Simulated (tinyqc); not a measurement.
Changing the density rho_2: thermal boundary conductance by the acoustic and diffuse mismatch models. Computed by tinyqc, a small Python program. Command: `OMP_NUM_THREADS=1 python tinyqc.py 3007039 3007040 out.jsonl kapitza sweep`. One thread of a shared host (Intel(R) Xeon(R) Processor @ 2.30GHz), about 0.01 s of CPU time with the checks.

Each side has one longitudinal and two transverse Debye branches, omega = v q up to q_D = (6 pi^2 n)^(1/3), with n counting all atoms. Scattering at the interface is elastic. Electrons are left out of G, also for metals. Melting is ignored. G refers to the temperatures of the phonons sent towards the interface. Linear branches over all atoms overstate G at high T, most for crystals with several atoms a cell.

Inputs (values chosen for the exercise, modelled on silicon carbide (side 1) and sapphire (side 2)):
```
quantity                    value     unit
density rho_1                3.15   g/cm^3
longitudinal velocity vL_1  12200      m/s
transverse velocity vT_1     7250      m/s
atom density n_1             95.3   1/nm^3
longitudinal velocity vL_2  10800      m/s
transverse velocity vT_2     6300      m/s
atom density n_2              114   1/nm^3
conductivity kappa_2         34.6  W/(m K)
temperature T                 150        K
```

Structure: superlattice.

Constants: hbar = 1.054571817e-34 J s; k_B = 1.380649e-23 J/K.

Method:
- omega_c = v q_D for each branch, given as hbar omega_c/k_B; impedance Z = rho v.
- No mode conversion. t(theta) = 4 Z_1 Z_2 cos(theta_1) cos(theta_2)/N^2, with N = Z_2 cos(theta_1) + Z_1 cos(theta_2) for L (the form for pressure waves) and N = Z_1 cos(theta_1) + Z_2 cos(theta_2) for both T branches (the form for shear waves polarised along the interface); sin(theta_2) = (v_2/v_1) sin(theta_1), and t = 0 beyond the critical angle arcsin(v_1/v_2); the mean over the incoming flux is alpha = 2 int t sin(theta_1) cos(theta_1) d theta_1 (64 Gauss-Legendre points).
- G = (k_B^4 T^3/(8 pi^2 hbar^3)) int W(x) x^4 e^x/(e^x - 1)^2 dx, x = hbar omega/(k_B T). Acoustic mismatch: W = sum over the three branches of alpha(1 to 2)/v_1^2, each up to the lower of its two cut-offs. Diffuse mismatch: W = S_1 S_2/(S_1 + S_2), where S_i sums 1/v^2 over the branches of side i still below their cut-off. Radiation limit: W = min(S_1, S_2). The integral is split at the four cut-offs (64 Gauss-Legendre points a piece, x at most 45).
- Boundary resistance R = 1/G and Kapitza length kappa_2/G use the diffuse value.

One run for each value; columns: (1) density rho_2 (g/cm^3); (2) G, acoustic mismatch (MW/(m^2 K)); (3) G, diffuse mismatch (MW/(m^2 K)); (4) G, radiation limit (MW/(m^2 K)):
```
(1)      (2)     (3)     (4)
0.5    575.2  688.39  1203.7
0.8    773.1  688.39  1203.7
1.3    976.1  688.39  1203.7
2.1   1123.8  688.39  1203.7
5.3   1099.1  688.39  1203.7
8.5    936.3  688.39  1203.7
14.0   720.5  688.39  1203.7
22.0   532.5  688.39  1203.7
```

Give the missing row, density rho_2 (g/cm^3) = 3.3.

Computed row; columns: (1) density rho_2 (g/cm^3); (2) G, acoustic mismatch (MW/(m^2 K)); (3) G, diffuse mismatch (MW/(m^2 K)); (4) G, radiation limit (MW/(m^2 K)):
```
(1)     (2)     (3)     (4)
3.3  1168.6  688.39  1203.7
```

Interpolating between the two neighbouring rows (the first column on a logarithmic scale, the others too where they are positive) misses most in G, acoustic mismatch (MW/(m^2 K)), by 4.9 %. Over the rows, G, acoustic mismatch (MW/(m^2 K)) goes from 575 through a maximum among these rows, 1170 at 3.30, to 532; G, diffuse mismatch (MW/(m^2 K)) does not change; G, radiation limit (MW/(m^2 K)) does not change. The exponent of G, diffuse mismatch stays at 0: the diffuse model does not use the densities. The longitudinal impedances match at rho_2 = 3.56 and the transverse ones at 3.62 g/cm^3; the acoustic model is largest among these rows at 3.30, while the other two do not use the densities.

Caution (all rows): kappa_2 is of room-temperature size, so the Kapitza length is only nominal at this T.

Extremes, crossings and ranges named in words are read from the listed rows.
